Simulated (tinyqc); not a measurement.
# Superjunction drift layer against a plain one, charge balance: effect of the width of each pillar

Alternating n and p pillars of equal width wp, doping N and length Lp. When depleted, the lateral field peaks at Ex = q N wp/(2 eps0 eps_r) at the pillar junctions and a uniform vertical field Ey is added; breakdown is taken where Ex^2 + Ey^2 = Ef^2. Only the n pillars conduct, narrowed by the zero-bias depletion. A first-order model: the field peaks at the pillar ends are left out.

Ec(N) = E16 (N/1e16 cm^-3)^(1/8), mu(N) = mi + (mx - mi)/(1 + (N/Nr)^0.9). Plain drift layer for BV: N solves BV = eps0 eps_r Ec(N)^2/(2 q N), W = 2 BV/Ec, Rsp = W/(q mu N). Ex = a Ef gives N = 2 eps0 eps_r a Ef/(q wp); Ey = Ef sqrt(1 - a^2); Lp = BV/Ey; xd = sqrt(eps0 eps_r Vb/(q N)) on each side; Rsp = 2 Lp/(q mu(N) N (1 - 2 xd/wp)). An imbalance dl leaves the mean net doping |dl| N/2, which tilts the vertical field by s = q |dl| N/(2 eps0 eps_r): BV(dl) = Ey Lp - s Lp^2/2, or Ey^2/(2 s) if the field reaches zero inside the pillar.

Values chosen for this exercise; values close to those of 4H silicon carbide:

| symbol | value | unit | meaning |
|---|---|---|---|
| eps_r | 9.74 |  | relative permittivity of the semiconductor |
| E16 | 2.4 | MV/cm | critical field at a doping of 1e16 cm^-3 |
| mx | 918 | cm^2/(V s) | mobility at low doping |
| mi | 39.3 | cm^2/(V s) | mobility at high doping |
| Nr | 2e17 | cm^-3 | reference doping of the mobility |
| BV | 4000 | V | wanted breakdown voltage |
| Ef | 2.2 | MV/cm | critical field inside the pillars |
| a | 0.52 |  | lateral peak field as a share of Ef |
| Vb | 2.8 | V | built-in voltage of the pillar junctions |
| dl | 2.8 | % | charge imbalance (Nn - Np)/N |

Constants: q = 1.602176634e-19 C, eps0 = 8.8541878128e-14 F/cm where lengths are in cm. Results are converted to the units shown.

The same in every row: Lp (um) = 21.286; Rsp, plain (mohm cm^2) = 9.5879.

Result of one run:
```
wp (um),N (cm^-3),"Rsp, pillars (mohm cm^2)",BV(dl) (V)
1.5,8.2104e16,0.61160,3516.2
```

What becomes of these results when the width of each pillar wp is changed from 1.5 to 0.98 um, all else the same?

Result of the changed run:
```
wp (um),N (cm^-3),"Rsp, pillars (mohm cm^2)",BV(dl) (V)
0.98,1.2567e17,0.47838,3259.5
```

The whole series:
```
wp (um),N (cm^-3),"Rsp, pillars (mohm cm^2)",BV(dl) (V)
0.25,4.9262e17,0.31250,1378.0
0.39,3.1578e17,0.33448,2139.3
0.62,1.9864e17,0.38759,2829.6
0.98,1.2567e17,0.47838,3259.5
1.5,8.2104e16,0.61160,3516.2
2.4,5.1315e16,0.84090,3697.6
3.8,3.2409e16,1.1934,3809.0
6,2.0526e16,1.7404,3879.1
```

As wp goes from 0.25 to 6 um, Rsp of the pillars rises from 0.312 to 1.74 mohm cm^2 and BV with the imbalance rises from 1380 to 3880 V. Narrow pillars allow more doping and so less resistance, but the same relative imbalance then leaves more net charge. For wp = 0.25 to 0.62 um the aspect ratio passes 30, which is hard to make. At wp = 0.25 um the zero-bias depletion takes over 40 % of the pillar, and the on-state voltage would narrow it further.

Computed by the program tinyqc: `OMP_NUM_THREADS=1 python tinyqc.py 2590043 2590044 out.jsonl`, one thread of a shared Intel Xeon 2.30GHz, about 0.01 s for the whole run.
